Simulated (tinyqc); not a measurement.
Fermi-level pinning from two metals.

Inverse problem. Cowley-Sze model with the space charge neglected: phiB = S (phiM - chi) + (1 - S)(Eg - phi0), S = 1/(1 + q Dit dl/(eps0 ei)), dl in cm. Find S, phi0 and Dit.

Values chosen for this exercise; band and dielectric values close to those of silicon:
- Eg = 1.12 eV (band gap)
- chi = 4.08 eV (electron affinity)
- dl = 0.4 nm (thickness of the interfacial layer)
- ei = 3.9 (relative permittivity of the interfacial layer)

Constants: q = 1.602176634e-19 C, eps0 = 8.8541878128e-14 F/cm where lengths are in cm. Results are converted to the units shown.

barriers for metals with phiM = 4.3 and 5.42 eV (eV): 0.37289141  0.92209680

Answer. S is the slope of phiB against phiM; either barrier then gives phi0, and S gives Dit.

S = 0.490
phi0 = 0.600 eV
Dit = 5.60e13 cm^-2 eV^-1

tinyqc, about 0.08 s, one thread, Intel Xeon 2.30GHz (shared host): `OMP_NUM_THREADS=1 python tinyqc.py 2020055 2020056 out.jsonl`
